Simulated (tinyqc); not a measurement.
Hopping conduction between localised states: one step, computed by the program tinyqc. Command: `OMP_NUM_THREADS=1 python tinyqc.py 3031738 3031739 out.jsonl hop walk`. One thread of a shared host (Intel(R) Xeon(R) Processor @ 2.30GHz), about 0.01 s of CPU time with the checks.

Energies are counted from the Fermi level. A small network shows the mechanism; the laws of an infinite system follow.

Task: Kirchhoff solution. Site 1 is held at potential 1 and site 7 at 0; Kirchhoff's law sum_j G_ij (u_i - u_j) = 0 fixes the others; G = sum_j G_1j (1 - u_j). G_ij = G_0 exp(-s_ij).

Inputs (values chosen for the exercise, for a model amorphous semiconductor): conductance scale G_0 = 1 microsiemens; temperature T = 110 K.

Dimension: 3D.

s_ij:
```
          1         2         3         4         5         6         7
1   0.00000   4.62126  14.11466  14.39439  15.88744  17.74813  15.90587
2   4.62126   0.00000  12.63108  11.71013  12.90155  15.19294  13.20108
3  14.11466  12.63108   0.00000  10.98374  14.11293  16.11249  18.47883
4  14.39439  11.71013  10.98374   0.00000  10.12229  12.75824  14.62084
5  15.88744  12.90155  14.11293  10.12229   0.00000   8.47184   9.60515
6  17.74813  15.19294  16.11249  12.75824   8.47184   0.00000   7.71110
7  15.90587  13.20108  18.47883  14.62084   9.60515   7.71110   0.00000
```

Give: potentials; conductance G; -ln(G/G_0).

Result:

potentials: 1.000  0.999  0.380  0.251  0.052  0.018  0.000

conductance G = 1.376e-05 microsiemens

-ln(G/G_0) = 11.19
